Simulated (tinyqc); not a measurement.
Gain factor and gap resistance from two string resistances.

Problem. At small bit-line voltage each of the 48 cells has the resistance 1/(K x) at overdrive x (no mobility reduction) in series with a gap resistance Rg. Find K, Rg and the share of the gaps at the higher overdrive.

resistance of a string of 48 equal cells at overdrives of 4 and 8.2 V (kohm): [4101.9636, 2239.4359]

Answer. The resistance per cell is a straight line in 1/x with slope 1/K and intercept Rg.

K = 3.30 uA/V^2
Rg = 9.70 kohm
share of the gaps = 20.8 %

tinyqc, about 0.5 s, one thread, Intel Xeon 2.30GHz (shared host): `OMP_NUM_THREADS=1 python tinyqc.py 2142219 2142220 out.jsonl`
